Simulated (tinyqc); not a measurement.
Inside a calculation. Model: adsorption as a lattice gas: isotherms with interactions, competition, desorption peaks and saturation dose. Computed by tinyqc, a small Python program that keeps every step. Command: `OMP_NUM_THREADS=1 python tinyqc.py 3030207 3030208 out.jsonl adsorb walk`. One thread of a shared host (Intel(R) Xeon(R) Processor @ 2.30GHz), about 0.2 s of CPU time with the checks. Intermediate numbers are printed to about 6 digits and carried at full precision; extremes and crossings named in words are read from the listed rows.

One adsorbate per site; a molecule needs 1 empty site. Gas and surface have the same temperature.

Inputs (values chosen for the exercise, for a model surface): desorption energy E = 1.66 eV; prefactor nu = 4e+12 1/s; pair energy w (positive repels) = 0.051 eV; neighbours z = 4; site density N_s = 3.8 1/nm^2; molecular mass M = 86 u; sticking coefficient s0 = 0.037; temperature T = 737 K; pressure p = 3 Pa; blocking by a second gas, K_B p_B = 0.063; heating rate beta = 0.93 K/s; aspect ratio a (depth over diameter) of a hole = 100.

Adsorption: molecular (first order).

Constants: u = 1.6605390666e-27 kg; k_B = 1.380649e-23 J/K; k_B = 8.617333262e-05 eV/K.

## Flux and the Langmuir coverage

Flux F = p/sqrt(2 pi M k_B T); k_d = nu exp(-E/(k_B T)); s0 F (1 - theta) = N_s k_d theta, so y = s0 F/(N_s k_d), theta = y/(1 + y). With a second gas on the same sites theta = y/(1 + y + K_B p_B).

flux F = 31396.6 1/(nm^2 s)

k_d = 17.8071 1/s

y = 17.1675

Langmuir coverage = 0.944957

coverage with the second gas = 0.941691

## Coverage with interactions

With u = w/(k_B T). Mean field: theta/(1 - theta) = y exp(-z u theta). Quasi-chemical: theta/(1 - theta) = y [(r - 1 + 2 theta)(1 - theta)/((r + 1 - 2 theta) theta)]^(-z/2) exp(-z u/2), r = sqrt(1 - 4 theta (1 - theta)(1 - exp(-u))).

u = 0.803026

coverage, mean field = 0.667764

coverage, quasi-chemical = 0.654907

Repulsion lowers the coverage from 0.9450. Both theories put half coverage at ln y = z u/2 = 1.606; here ln y = 2.843.

## Isotherms

The formulas are those given above.

Coverage; the first column is ln y - z u/2:
```
ln y - z u/2  no interaction  mean field  quasi-chemical
-5.0                0.032485    0.029624        0.030390
-3.0                0.198778    0.137551        0.146739
-2.0                0.402767    0.238602        0.252870
-1.0                0.647040    0.363322        0.374544
-0.5                0.751392    0.430919        0.437155
0.0                 0.832863    0.500000        0.500000
0.5                 0.891490    0.569081        0.562845
1.0                 0.931250    0.636678        0.625456
2.0                 0.973559    0.761398        0.747130
3.0                 0.990108    0.862449        0.853261
5.0                 0.998650    0.970376        0.969610
```

At half coverage the slope d theta/d ln y is 1/4 without interaction, 1/(4 + z u) = 0.139 in mean field and 0.126 in the pair theory, 1/[4 + 2 z (exp(u/2) - 1)]. Repulsion spreads the filling over a wider range of pressure; the two theories differ by at most 0.014 in these rows.

## Desorption peak without interaction

The peak obeys E/(k_B T_p^2) = (nu/beta) exp(-E/(k_B T_p)) exactly. Redhead's shortcut, with the constant 3.46 (3.64 is also in use), reads E back as k_B T_p [ln(nu' T_p/beta) - 3.46], nu' = nu.

peak temperature T_p = 601.553 K

E by Redhead's shortcut = 1.66033 eV

The shortcut misses by +0.02 %, since 3.46 stands for ln(E/(k_B T_p)) = 3.47. A prefactor wrong by a factor 100 would shift E by 0.239 eV.

## Peak against initial coverage

Heating at the rate beta: d theta/dT = -(nu/beta) theta^1 exp(-[E - z w theta]/(k_B T)). Integrated numerically (relative tolerance 1e-9); T_p is the maximum of the rate.

Peak temperatures (K):
```
theta_0    w = 0   with w
0.1      601.553  596.011
0.3      601.553  584.691
0.5      601.553  573.038
0.7      601.553  561.043
0.9      601.553  548.715
```

Without interaction the peak does not move; with w it moves by -47.3 K, so repulsion in first order mimics second-order kinetics.

## Dose to saturate, flat and in a hole

Without desorption or interaction, 99 % coverage needs the time (N_s/(s0 F)) ln 100. For a round hole of aspect ratio a in molecular flow with unit sticking (Gordon), the time is N_s/F x [1 + (19/4) a + (3/2) a^2]. The larger of the two times is a rough guide.

time on a flat surface = 0.0150642 s

time for the hole = 1.87310 s

The hole is limited by transport: for deep holes the dose grows as a^2. Caution: with k_d = nu exp(-E/(k_B T)) of these inputs desorption is not negligible over the time on a flat surface, so without interaction 99 % coverage is not reached.

Checks made by the program: quasi-chemical form at low coverage and at the symmetry point (relative difference 1e-07); T_p against the integrated rate equation (relative difference 3e-10).
